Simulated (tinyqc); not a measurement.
p-n diode, drift-diffusion by the Gummel loop with Scharfetter-Gummel fluxes: current against voltage in the dark.

Abrupt junction at x = 0, p side from -Lp, n side to Ln, ohmic contacts. psi is counted from the intrinsic level; n = ni exp((psi - phin)/Vt), p = ni exp((phip - psi)/Vt). Contacts: p side psi = V - Vt ln(Na/ni), p = Na, n = ni^2/Na; n side psi = Vt ln(Nd/ni), n = Nd, p = ni^2/Nd. Constant mobilities, D = mu Vt, Boltzmann statistics, SRH recombination through a mid-gap level, U = (n p - ni^2)/(tp (n + ni) + tn (p + ni)). Current is positive from the p contact to the n contact.

ni = sqrt(Nc Nv) exp(-Eg/(2 Vt)), Eg in volts. Poisson and both continuity equations are solved self-consistently with Scharfetter-Gummel fluxes on a graded mesh of 500 nodes. J_scr is q times the integral of U between -xp and xn. Ideal diffusion current J_id = q ni^2 [Dn coth(wp/Le)/(Le Na) + Dp coth(wn/Lh)/(Lh Nd)] (exp(V/Vt) - 1), Le = sqrt(Dn tn), Lh = sqrt(Dp tp), wp = Lp - xp, wn = Ln - xn, with xp and xn from the depletion approximation (W = sqrt(2 eps0 eps_r (Vbi - V)(1/Na + 1/Nd)/q), xp = W Nd/(Na + Nd), xn = W Na/(Na + Nd), Vbi = Vt ln(Na Nd/ni^2)). Ideality factor = 0.004 V/(Vt ln[J(V + 0.004 V)/J(V)]). Here G = 0.

Inputs (values chosen for the exercise); band and dielectric values close to those of silicon:
```
symbol,value,unit,meaning
T,300,K,temperature
Eg,1.13,eV,band gap
eps_r,11.6,,relative permittivity
Nc,2.75e19,cm^-3,conduction-band density of states at T
Nv,2.67e19,cm^-3,valence-band density of states at T
Na,9.5e15,cm^-3,acceptor density of the p side
Nd,2e16,cm^-3,donor density of the n side
mun,1000,cm^2/(V s),electron mobility
mup,340,cm^2/(V s),hole mobility
tn,4e-7,s,SRH lifetime of electrons
tp,1e-7,s,SRH lifetime of holes
Lp,0.97,um,length of the p side
Ln,1.1,um,length of the n side
G,0,cm^-3 s^-1,uniform generation rate
```

Constants: q = 1.602176634e-19 C, kB = 1.380649e-23 J/K, Vt = kB T/q, eps0 = 8.8541878128e-14 F/cm where lengths are in cm. Results are converted to the units shown.

Result of one run:
```
J (A/cm^2)	ideality factor	J_scr/J (%)	J_id (A/cm^2)	share recombining at the contacts (%)	larger minority/doping at -xp and xn
1.87e-5	1.06	11.3	1.68e-5	88.6	4.44e-8
```

Which bias of the p contact V gave this result: 0.15, 0.27, 0.32 or 0.44 V?

V = 0.27 V.

The whole series:
```
V (V)	J (A/cm^2)	ideality factor	J_scr/J (%)	J_id (A/cm^2)	share recombining at the contacts (%)	larger minority/doping at -xp and xn
0.15	3.39e-7	1.30	51.5	1.67e-7	48.5	4.34e-10
0.21	2.27e-6	1.15	27.0	1.68e-6	72.9	4.39e-9
0.27	1.87e-5	1.06	11.3	1.68e-5	88.6	4.44e-8
0.32	1.19e-4	1.03	5.04	1.15e-4	94.9	3.05e-7
0.38	0.00115	1.02	1.85	0.00115	98.1	3.07e-6
0.44	0.0114	1.01	0.683	0.0115	99.2	3.08e-5
0.5	0.113	1.01	0.262	0.115	99.6	3.07e-4
0.56	1.12	1.02	0.105	1.14	99.8	0.00301
0.62	10.7	1.05	0.0422	11.3	99.8	0.0277
```

J rises from 3.39e-7 to 10.7 A/cm^2; the ideality factor goes from 1.30 through a minimum of 1.01 (at V = 0.5 V among the rows listed) to 1.05. Recombination in the depleted layer carries over half of the current up to V = 0.15 V, where the factor is 1.30; it grows roughly as exp(V/2 Vt), so diffusion overtakes it. Where the factor is lowest (V = 0.5 V), J is 1.7 % below the ideal diffusion current.

Program tinyqc, `OMP_NUM_THREADS=1 python tinyqc.py 2240113 2240114 out.jsonl`; Intel Xeon 2.30GHz, shared host, one thread, about 0.2 s.
